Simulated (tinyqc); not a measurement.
Inside a calculation. Method: plane-wave Kohn-Sham cycle with exchange-only LDA in a layered model solid. One step of it, computed by the program tinyqc.

Question. Iteration 1: potential. V_H(G) = 4 pi rho(G)/G^2 for G != 0 (uniform background); v_x = -(3 rho/pi)^(1/3); V = V_ext + V_H + v_x; Fourier components f(G_m) = (1/N) sum_j f(x_j) exp(-i G_m x_j).

A solid whose potential varies along x alone (atomic units):
```
parameter                      value
period a                   12.700000
cross-section of the cell  15.000000
electrons per cell                 4
grid points                       16
plane waves -n..n, n               2
k points                           1
V1 in V1 cos(2 pi x/a)     -0.770000
```

density at the start, on the grid x_j = j a/N (e/bohr^3): 0.02099738  0.02099738  0.02099738  0.02099738  0.02099738  0.02099738  0.02099738  0.02099738  0.02099738  0.02099738  0.02099738  0.02099738  0.02099738  0.02099738  0.02099738  0.02099738

Give: Potentials on the grid; V(G_m), m = 0, 1, 2, ....

Answer.

Potentials on the grid (hartree):
```
x          V_ext     V_H      v_x        V
0.0000   -0.7700  0.0000  -0.2717  -1.0417
0.7937   -0.7114  0.0000  -0.2717  -0.9831
1.5875   -0.5445  0.0000  -0.2717  -0.8161
2.3813   -0.2947  0.0000  -0.2717  -0.5663
3.1750         0  0.0000  -0.2717  -0.2717
3.9688    0.2947  0.0000  -0.2717   0.0230
4.7625    0.5445  0.0000  -0.2717   0.2728
5.5563    0.7114  0.0000  -0.2717   0.4397
6.3500    0.7700  0.0000  -0.2717   0.4983
7.1437    0.7114  0.0000  -0.2717   0.4397
7.9375    0.5445  0.0000  -0.2717   0.2728
8.7312    0.2947  0.0000  -0.2717   0.0230
9.5250         0  0.0000  -0.2717  -0.2717
10.3187  -0.2947  0.0000  -0.2717  -0.5663
11.1125  -0.5445  0.0000  -0.2717  -0.8161
11.9062  -0.7114  0.0000  -0.2717  -0.9831
```

V(G_m), m = 0, 1, 2, ... (hartree): -0.2717  -0.3850  0.0000  0.0000  0.0000
